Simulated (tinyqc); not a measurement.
Lossy package transmission line with skin effect: one step of the calculation.

A uniform line in a homogeneous dielectric: c = sqrt(er)/(c0 Z0), l = Z0 sqrt(er)/c0 (c0 = 299792458 m/s), g = w c td, w = 2 pi f. The resistance joins its limits as r = sqrt(r_dc^2 + r_hf^2), with r_dc = rho/(wd th), r_hf = kr rho/(2 delta (wd + th)), delta = sqrt(rho/(pi f mu0)), mu0 = 4 pi 1e-7 H/m; this is an interpolation, and internal inductance, up to 0.05 nH/mm at low frequency, is neglected.

Question. Line constants. delta, r_dc, r_hf, r, l, c and g as defined.

Parameters, values chosen for the exercise: width of the strip wd = 27 um; thickness of the strip th = 16 um; resistivity rho = 2 uohm cm; relative permittivity er = 4.2; loss tangent td = 0; lossless impedance sqrt(l/c) Z0 = 60 ohm; factor for crowding and the return path kr = 2; frequency f = 0.22 GHz.

Give: delta; r_dc; r_hf; r; l; c; g.

Answer.

delta = 4.7987 um
r_dc = 0.046296 ohm/mm
r_hf = 0.096925 ohm/mm
r = 0.10741 ohm/mm
l = 0.41016 nH/mm
c = 113.93 pF/m
g = 0 S/m

r is 2.32 times r_dc; the skin depth is 0.300 of the thickness.

Computed by the program tinyqc: `OMP_NUM_THREADS=1 python tinyqc.py 2810103 2810104 out.jsonl`, one thread of a shared Intel Xeon 2.30GHz, about 0.01 s for the whole run.
